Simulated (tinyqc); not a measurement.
# Small-signal admittance of a forward-biased p+-n diode: effects of single changes

Holes injected into a neutral base of width wb with an ohmic contact at its end; low injection, p0 far above the equilibrium density. A small voltage v exp(i w t), w = 2 pi f, modulates the edge density by p0 v/Vt, and the small-signal density obeys Dp d2p/dx2 = (1/tau + i w) p.

Inputs (values chosen for the exercise); permittivity close to that of germanium: temperature T = 300 K; relative permittivity eps_r = 16; donor density of the base Nd = 7.3e16 cm^-3; hole diffusion coefficient Dp = 30 cm^2/s; hole lifetime tau = 3e-7 s; width of the neutral base wb = 23 um; excess hole density at the junction edge p0 = 4.1e15 cm^-3; acceptor density of the p+ side Na = 5e18 cm^-3; series resistance Rs = 0.0048 ohm cm^2; signal frequency f = 3.6e5 Hz.

Constants: q = 1.602176634e-19 C, kB = 1.380649e-23 J/K, Vt = kB T/q, eps0 = 8.8541878128e-14 F/cm where lengths are in cm. Results are converted to the units shown.

Each table varies one quantity; the others keep the values above.

## Admittance against frequency

L = sqrt(Dp tau); direct current J = (q Dp p0/L) coth(wb/L); k = sqrt(1 + i w tau)/L; diffusion admittance Y = (q Dp p0/Vt) k coth(k wb) = G + i w C_diff; junction capacitance C_j = sqrt(q eps0 eps_r Nd/(2 Vr)) in the depletion approximation, with the remaining barrier Vr = Vt ln(Na/p0), a rough value under forward bias; base-width modulation is left out. Measured admittance 1/[Rs + 1/(Y + i w C_j)].

The same in every row: C_j (uF/cm^2) = 0.21236.

Admittance against frequency:

| f (Hz) | w tau | G (S/cm^2) | C_diff (uF/cm^2) | measured G (S/cm^2) | measured C (uF/cm^2) | phase of the measured Y (degrees) |
|---|---|---|---|---|---|---|
| 6000 | 0.011310 | 393.96 | 18.073 | 136.27 | 2.1878 | 0.034678 |
| 30000 | 0.056549 | 393.96 | 18.073 | 136.27 | 2.1877 | 0.17338 |
| 1e5 | 0.18850 | 394.03 | 18.072 | 136.31 | 2.1863 | 0.57741 |
| 4e5 | 0.75398 | 395.18 | 18.054 | 136.83 | 2.1641 | 2.2763 |
| 2e6 | 3.7699 | 423.48 | 17.610 | 147.31 | 1.7214 | 8.3543 |
| 8e6 | 15.080 | 696.34 | 13.513 | 178.00 | 0.46022 | 7.4049 |
| 3e7 | 56.549 | 1363.7 | 7.1002 | 192.72 | 0.072610 | 4.0621 |
| 1e8 | 188.50 | 2473.4 | 3.9156 | 199.97 | 0.012872 | 2.3161 |
| 5e8 | 942.48 | 5518.9 | 1.7549 | 204.83 | 0.0012026 | 1.0567 |

G starts at J/Vt = 394 S/cm^2 and C_diff at (J tau/(2 Vt))(1 - 2 x/sinh 2x) = 18.1 uF/cm^2, x = wb/L = 0.767. Between the last two rows G goes as f^(0.50) and C_diff as f^(-0.50); the limits are 1/2 and -1/2, reached when the signal penetrates only sqrt(Dp/w). The measured C is 88 % below C_diff + C_j in the first row and 100 % below it in the last, the difference being due to Rs.

## Effect of the hole lifetime

Same model as above.

The same in every row: C_j (uF/cm^2) = 0.2124.

Effect of the hole lifetime:

| tau (s) | w tau | G (S/cm^2) | C_diff (uF/cm^2) | measured G (S/cm^2) | measured C (uF/cm^2) | phase of the measured Y (degrees) |
|---|---|---|---|---|---|---|
| 3e-9 | 0.006786 | 2541 | 3.811 | 192.5 | 0.02310 | 0.01555 |
| 1e-8 | 0.02262 | 1392 | 6.935 | 181.2 | 0.1210 | 0.08657 |
| 6e-8 | 0.1357 | 606.8 | 14.13 | 155.2 | 0.9354 | 0.7812 |
| 3e-7 | 0.6786 | 395.0 | 18.06 | 136.7 | 2.169 | 2.055 |
| 1e-6 | 2.262 | 351.8 | 19.02 | 131.3 | 2.644 | 2.608 |
| 6e-6 | 13.57 | 335.8 | 19.39 | 129.1 | 2.854 | 2.862 |
| 3e-5 | 67.86 | 333.2 | 19.45 | 128.7 | 2.889 | 2.907 |

As tau goes from 3e-9 to 3e-5, G falls from 2540 to 333 S/cm^2, C_diff rises from 3.81 to 19.4 uF/cm^2 and the measured C rises from 0.0231 to 2.89 uF/cm^2. C_diff exceeds C_j in every row.

Program tinyqc, `OMP_NUM_THREADS=1 python tinyqc.py 2890128 2890129 out.jsonl`; Intel Xeon 2.30GHz, shared host, one thread, about 0.01 s.
